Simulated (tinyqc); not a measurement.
Short-channel transistor, virtual-source model with series resistance: two steps of the calculation.

The current per gate width is the charge at the top of the source barrier (the virtual source) times its velocity times a saturation function; al and be are fitting constants of the model. Units: I in uA/um, Rs in ohm um, so I Rs = 1e-6 I Rs in volts; Q in uC/cm^2, so I = 1e-4 Q vx0 Fsat with vx0 in cm/s.

Inputs (values chosen for the exercise):
```
symbol   value        unit                                                         meaning
T          325           K                                                     temperature
Cinv      1.83     uF/cm^2                                           inversion capacitance
vx0     7.95e6        cm/s                                  velocity at the virtual source
mu         240  cm^2/(V s)                                               apparent mobility
L          130          nm                                                  channel length
VT0      0.344           V                                 threshold at zero drain voltage
dl       0.156         V/V                                  drain-induced barrier lowering
n0         1.1                                                         subthreshold factor
nd           0         1/V                                  growth of n with drain voltage
al         3.5              threshold shift (in units of Vt) from weak to strong inversion
be         1.8                                                     sharpness of saturation
Rs          90      ohm um                               series resistance of each contact
Vgs       0.75           V                                                    gate voltage
Vds       0.75           V                                                   drain voltage
```

Constants: q = 1.602176634e-19 C, kB = 1.380649e-23 J/K, Vt = kB T/q. Results are converted to the units shown.

Task 1. Current through the series resistance. Intrinsic voltages Vg' = Vgs - I Rs, Vd' = Vds - 2 I Rs. n = n0 + nd Vd', VT = VT0 - dl Vd', Ff = 1/(1 + exp((Vg' - VT + al Vt/2)/(al Vt))), Q = Cinv n Vt ln(1 + exp((Vg' - VT + al Vt Ff)/(n Vt))), Vdsat = (vx0 L/mu)(1 - Ff) + Vt Ff, Fsat = u/(1 + u^be)^(1/be) with u = Vd'/Vdsat, and I(out) = Q vx0 Fsat per width. (Fsat takes the sign of u.) Newton step: I(new) = I + (I(out) - I)/(1 - s), s = dI(out)/dI by a central difference with +/- 0.001 uA/um.

I at the start = 0 uA/um

Find: Vg'; Vd'; VT; Ff; Q; Vdsat; Fsat; I(out); s; I after iteration 1.

Result 1.

Vg' = 0.7500 V
Vd' = 0.7500 V
VT = 0.2270 V
Ff = 0.002913
Q = 0.9576 uC/cm^2
Vdsat = 0.4295 V
Fsat = 0.8407
I(out) = 640.0 uA/um
s = -0.1846
I after iteration 1 = 540.3 uA/um

Task 2. What the series resistance costs. n = n0 + nd Vd', VT = VT0 - dl Vd', Ff = 1/(1 + exp((Vg' - VT + al Vt/2)/(al Vt))), Q = Cinv n Vt ln(1 + exp((Vg' - VT + al Vt Ff)/(n Vt))), Vdsat = (vx0 L/mu)(1 - Ff) + Vt Ff, Fsat = u/(1 + u^be)^(1/be) with u = Vd'/Vdsat, and I = Q vx0 Fsat per width. I0 is the current for Rs = 0. Effective velocity I/Q; transit time L Q/I.

converged I = 540.28574 uA/um
I0 = 640.04283 uA/um

Find: loss against I0; effective velocity; transit time.

Result 2.

loss against I0 = 15.586 %
effective velocity = 6.4217e6 cm/s
transit time = 2.0244 ps

The carriers leave the virtual source at 80.8 % of vx0.

Numbers from tinyqc (`OMP_NUM_THREADS=1 python tinyqc.py 2380170 2380171 out.jsonl`; about 0.01 s on one thread of a shared Intel Xeon 2.30GHz).
